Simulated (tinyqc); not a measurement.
# From chi back to temperature T

Model: classical Heisenberg spin chain: exact results, Metropolis, heat-bath and over-relaxation steps, and a Monte Carlo run. Computed by tinyqc, a small Python program. Command: `OMP_NUM_THREADS=1 python tinyqc.py 3130493 3130494 out.jsonl heismc inv`. One thread of a shared host (Intel(R) Xeon(R) Processor @ 2.30GHz), about 0.01 s of CPU time with the checks.

E = -J sum_i s_i . s_(i+1) for unit vectors s_i on an open chain; K = J/(k_B T).

Inputs (values chosen for the exercise, for a model chain of large moments): coupling J = -35 meV; moment mu = 6.5 mu_B.

Constants: k_B = 8.617333262e-05 eV/K; mu_B = 5.7883818060e-05 eV/T.

Method. Each bond angle is independent, so u = <s_i . s_(i+1)> = coth K - 1/K, <s_i . s_(i+n)> = u^n, correlation length xi = -1/ln|u|, energy per bond -J u, heat capacity per bond c/k_B = 1 - K^2/sinh^2 K, and for the long chain chi = mu^2 (1 + u)/(3 k_B T (1 - u)) per spin.

Question. A run gave the result below. Find the temperature T, known to lie between 41 and 150 K.

chi = 0.01289166 mu_B/T per spin

Answer.

Each step takes the trial c = (a f_b - b f_a)/(f_b - f_a), f being the result less the target and a, b, c the logarithms of the listed values; c replaces end b, the old b replaces a if the sign of f changed, and otherwise f_a is halved.

Scan of the range:
```
temperature T (K),chi (mu_B/T per spin)
41.0,0.0122647
50.9,0.0124242
63.2,0.0126277
78.4,0.0128850
97.3,0.0132007
121.0,0.0135529
150.0,0.0138617
```

False position (Illinois rule, in the logarithm of the input) inside the bracket:
```
step,end a,end b,trial,chi (mu_B/T per spin)
1,78.4000,97.3000,78.7561,0.0128911
2,97.3000,78.7561,78.7870,0.0128916
3,97.3000,78.7870,78.7923,0.0128917
4,78.7870,78.7923,78.7899,0.0128917
```

chi rises at every point of a 13-point scan of the range (every second point is shown), so one value fits; it is bracketed by 78.4 and 97.3. Answer: temperature T = 78.79 K.
